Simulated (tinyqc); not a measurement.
Changing the forward bias V: trap-assisted generation and recombination current of an abrupt junction. Computed by tinyqc, a small Python program. Command: `OMP_NUM_THREADS=1 python tinyqc.py 3028321 3028322 out.jsonl junctionleak sweep`. One thread of a shared host (Intel(R) Xeon(R) Processor @ 2.30GHz), about 0.02 s of CPU time with the checks.

Depletion approximation, flat quasi-Fermi levels across the depleted layer, long neutral regions with minority lifetimes tau_n and tau_p, full ionisation and Boltzmann statistics. Voltages in exponents stand for e V.

Inputs (values chosen for the exercise, with bands and screening modelled on InP):

| quantity | value | unit |
|---|---|---|
| gap E_g | 1.36 | eV |
| electron mass m_e | 0.0808 | m_0 |
| valleys M_c | 1 | - |
| hole mass m_h | 0.611 | m_0 |
| dielectric constant eps | 12.5 | - |
| acceptor density N_A | 3.4e+17 | cm^-3 |
| donor density N_D | 1.7e+17 | cm^-3 |
| capture time tau_n | 4.2e-07 | s |
| capture time tau_p | 2.2e-08 | s |
| trap level E_t - E_i | 0.15 | eV |
| electron diffusion coefficient D_n | 23 | cm^2/s |
| hole diffusion coefficient D_p | 1.1 | cm^2/s |
| temperature T | 250 | K |
| tunnelling mass m_t | 0.3 | m_0 |

Field enhancement: Hurkx tunnelling factor.

Constants: k_B = 8.617333262e-05 eV/K; m_0 = 9.1093837015e-31 kg; k_B = 1.380649e-23 J/K; h = 6.62607015e-34 J s; e = 1.602176634e-19 C; eps_0 = 8.8541878128e-12 F/m; hbar = 1.054571817e-34 J s.

Method:
- N_c = 2 M_c (2 pi m_e k_B T/h^2)^(3/2) and N_v = 2 (2 pi m_h k_B T/h^2)^(3/2), masses in units of m_0.
- n_i = sqrt(N_c N_v) exp(-E_g/2 k_B T); V_bi = (k_B T/e) ln(N_A N_D/n_i^2); diffusion saturation current J_d0 = e n_i^2 [sqrt(D_n/tau_n)/N_A + sqrt(D_p/tau_p)/N_D].
- W = sqrt(2 eps eps_0 (V_bi - V)(1/N_A + 1/N_D)/e), x_p = W N_D/(N_A + N_D), x_n = W - x_p, peak field F_m = 2 (V_bi - V)/W; reverse bias means V = -V_r.
- Both capture times are divided by 1 + Gamma, Gamma = 2 sqrt(3 pi) (F/F_G) exp((F/F_G)^2), F_G = sqrt(24 m_t (k_B T)^3)/(e hbar) (the low-field Hurkx form), F being the local field, linear in x from 0 at the edges to F_m.
- Potential from the p edge: phi = (V_bi - V) x^2/(x_p W) on the p side and (V_bi - V)[1 - (W - x)^2/(x_n W)] on the n side; p = N_A exp(-phi/k_B T), n = n_i^2 exp(V/k_B T)/p; U = (n p - n_i^2)/[tau_p (n + n_i exp(dE/k_B T)) + tau_n (p + n_i exp(-dE/k_B T))], dE = E_t - E_i, n1 = n_i exp(dE/k_B T), p1 = n_i exp(-dE/k_B T); J_t = e int U dx by the trapezoid rule on 400 intervals on each side.
- Total J = J_t + J_d0 (exp(V/k_B T) - 1); ideality n = (e/k_B T) dV/d ln J, central difference of 1 mV.

One run for each value:

| forward bias V (V) | total forward current (A/cm^2) | recombination current in the layer (A/cm^2) | ideality factor |
|---|---|---|---|
| 0.14 | 5.7142e-13 | 5.7142e-13 | 1.2612 |
| 0.25 | 1.9213e-11 | 1.9213e-11 | 1.7099 |
| 0.36 | 2.9345e-10 | 2.9345e-10 | 1.9711 |
| 0.47 | 3.8107e-09 | 3.8107e-09 | 1.9998 |
| 0.58 | 4.8993e-08 | 4.8986e-08 | 1.9974 |
| 0.69 | 6.3492e-07 | 6.3366e-07 | 1.9868 |
| 0.80 | 8.5052e-06 | 8.2967e-06 | 1.9320 |
| 0.91 | 1.4560e-04 | 1.1119e-04 | 1.5941 |
| 1.00 | 3.2079e-03 | 9.6389e-04 | 1.1673 |

What does the table show, and why?

Over the rows, total forward current (A/cm^2) rises from 5.71e-13 to 0.00321 (exponent d ln y / d ln x 6.1 between the first rows and 33 between the last); recombination current in the layer (A/cm^2) rises from 5.71e-13 to 9.64e-4 (exponent d ln y / d ln x 6.1 between the first rows and 23 between the last); ideality factor goes from 1.26 through a maximum among these rows, 2.00 at 0.470, to 1.17. The ideality is highest where recombination in the layer rules and n and p exceed n1 and p1; it falls towards 1 as diffusion takes over.

Caution (all rows): one side is doped near or above its effective density of states, so Boltzmann statistics understate V_bi.

Extremes, crossings and ranges named in words are read from the listed rows.
